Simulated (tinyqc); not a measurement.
Both saturation currents from two open-circuit voltages.

Question. Without shunt, at open circuit JL = J01 (exp(Voc/Vt) - 1) + J02 (exp(Voc/(2 Vt)) - 1). Find J01, J02 and the mean ideality (Voc2 - Voc1)/(Vt ln(JL2/JL1)).

Parameters, values chosen for the exercise: temperature T = 300 K.

Constants: q = 1.602176634e-19 C, kB = 1.380649e-23 J/K, Vt = kB T/q. Results are converted to the units shown.

photocurrents (mA/cm^2): 23.3  233
Voc (V): 1.1089776  1.1727282

Solution. The relation is linear in J01 and J02, so two light levels give two equations; series resistance plays no part at open circuit.

J01 = 4.30e-21 A/cm^2
J02 = 2.40e-12 A/cm^2
mean ideality = 1.07

Computed by the program tinyqc: `OMP_NUM_THREADS=1 python tinyqc.py 2280021 2280022 out.jsonl`, one thread of a shared Intel Xeon 2.30GHz, about 0.01 s for the whole run.
